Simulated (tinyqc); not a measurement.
Changing the dielectric constant eps: donor or exciton in a quantum well (variational effective-mass method). Computed by tinyqc, a small Python program. Command: `OMP_NUM_THREADS=1 python tinyqc.py 3006038 3006039 out.jsonl welldonor sweep`. One thread of a shared host (Intel(R) Xeon(R) Processor @ 2.30GHz), about 0.05 s of CPU time with the checks.

H = -nabla^2 - 2/|r - r_i| + V(z) in effective units; trial function psi = f(z) exp(-|r - r_i|/lambda), f the ground state of the well. Mass and screening are the same in well and barrier; l = L/a* is the width in effective units. Bands are flat: no polarisation or applied field.

Inputs (values chosen for the exercise, modelled on GaN): electron mass m = 0.195 m_0; well width L = 1.7 nm; donor position z_i/L from the centre = 0.3.

Centre: donor. Barriers: infinite.

Constants: Ry = 13.605693123 eV; a_0 = 0.529177210903 angstrom.

Method:
- Ry* = Ry m/eps^2, a* = a_0 eps/m; l = L/a*.
- k = pi/l; f = cos(k z) inside and zero outside; subband energy k^2 Ry*.
- Binding E_b(lambda) = -1/lambda^2 + 4 A/(lambda B), with A = int f^2 exp(-2 s/lambda) dz, B = int f^2 exp(-2 s/lambda)(1 + 2 s/lambda) dz and s = |z - z_i|; 40 Gauss-Legendre points on each piece between the walls at z = -l/2 and l/2 and z_i.
- Golden-section search for the maximum over lambda from 0.3 to 4, 40 steps.

One run for each value:

| dielectric constant eps | binding energy (meV) | binding in Ry* | radius lambda a* (nm) |
|---|---|---|---|
| 4.6 | 184.17 | 1.4688 | 1.3588 |
| 5.6 | 135.04 | 1.5962 | 1.5781 |
| 6.9 | 96.97 | 1.7401 | 1.8432 |
| 8.4 | 70.78 | 1.8823 | 2.1300 |
| 12.0 | 39.64 | 2.1515 | 2.7677 |
| 15.0 | 27.39 | 2.3232 | 3.2659 |
| 19.0 | 18.40 | 2.5041 | 3.9024 |

Give the missing row, dielectric constant eps = 10.0.

Computed row:
```
dielectric constant eps  binding energy (meV)  binding in Ry*  radius lambda a* (nm)
10.0                                    53.39          2.0125                 2.4205
```

Interpolating between the two neighbouring rows (linearly) misses most in binding energy (meV), by 6.6 %. Over the rows, binding energy (meV) falls from 184 to 18.4 (exponent d ln y / d ln x -1.6 between the first rows and -1.7 between the last); binding in Ry* rises from 1.47 to 2.50 (exponent d ln y / d ln x 0.42 between the first rows and 0.32 between the last); radius lambda a* (nm) rises from 1.36 to 3.90 (exponent d ln y / d ln x about 0.74 throughout).

Caution (all rows): so narrow a well has large confinement energy, where non-parabolicity and barrier penetration matter.

Extremes, crossings and ranges named in words are read from the listed rows.
